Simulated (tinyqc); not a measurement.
Inside a calculation. Method: UHF in the 6-31g basis, for H2, spin multiplicity 1. One step of it, computed by the program tinyqc.

Problem. Iteration 27 (converged): orbitals. Diagonalise F' = X^T F X, C = X C', fill 1 alpha and 1 beta electrons from the bottom; D(s) = C_occ C_occ^T. Each column has its largest component positive (the first on a tie).

converged F(alpha) (hartree), lower triangle:
```
           1H 1s      1H 2s      2H 1s      2H 2s
1H 1s  -0.015221
1H 2s  -0.495083  -0.336293
2H 1s  -0.539427  -0.500905  -0.015082
2H 2s  -0.500943  -0.375122  -0.494998  -0.336244
```

converged F(beta) (hartree), lower triangle:
```
           1H 1s      1H 2s      2H 1s      2H 2s
1H 1s  -0.015082
1H 2s  -0.494998  -0.336244
2H 1s  -0.539427  -0.500943  -0.015221
2H 2s  -0.500905  -0.375122  -0.495083  -0.336293
```

X:
```
               1          2          3         4
1H 1s  -0.712501   0.800616   0.842121  0.270677
1H 2s   2.080070  -0.669076   0.288458  0.323892
2H 1s   0.712501   0.800616  -0.842121  0.270677
2H 2s  -2.080070  -0.669076  -0.288458  0.323892
```

Give: F' = X^T F X; orbital energies; coefficients C; F' = X^T F X; orbital energies; coefficients C; D(alpha) after iteration 27; D(beta) after iteration 27.

Solution.

F' = X^T F X (alpha) (hartree), lower triangle:
```
         1        2        3        4
1   0.8337
2   0.0000   0.7862
3  -0.5643   0.0000   0.7558
4   0.0000  -0.0878  -0.0001  -0.5798
```

orbital energies (alpha) (hartree): MO1 -0.5854, MO2 0.2290, MO3 0.7918, MO4 1.3604

coefficients C (alpha):
```
          MO1      MO2      MO3      MO4
1H 1s  0.3213  -0.1294   0.7817   1.0954
1H 2s  0.2806  -1.6302  -0.6885  -1.3238
2H 1s  0.3212   0.1295   0.7816  -1.0955
2H 2s  0.2804   1.6302  -0.6883   1.3238
```

F' = X^T F X (beta) (hartree), lower triangle:
```
         1        2       3        4
1   0.8337
2   0.0000   0.7862
3  -0.5643   0.0000  0.7558
4   0.0000  -0.0878  0.0001  -0.5798
```

orbital energies (beta) (hartree): MO1 -0.5854, MO2 0.2290, MO3 0.7918, MO4 1.3604

coefficients C (beta):
```
          MO1      MO2      MO3      MO4
1H 1s  0.3212   0.1295   0.7816  -1.0955
1H 2s  0.2804   1.6302  -0.6883   1.3238
2H 1s  0.3213  -0.1294   0.7817   1.0954
2H 2s  0.2806  -1.6302  -0.6885  -1.3238
```

D(alpha) after iteration 27, lower triangle:
```
        1H 1s   1H 2s   2H 1s   2H 2s
1H 1s  0.1032
1H 2s  0.0901  0.0787
2H 1s  0.1032  0.0901  0.1032
2H 2s  0.0901  0.0787  0.0901  0.0786
```

D(beta) after iteration 27, lower triangle:
```
        1H 1s   1H 2s   2H 1s   2H 2s
1H 1s  0.1032
1H 2s  0.0901  0.0786
2H 1s  0.1032  0.0901  0.1032
2H 2s  0.0901  0.0787  0.0901  0.0787
```
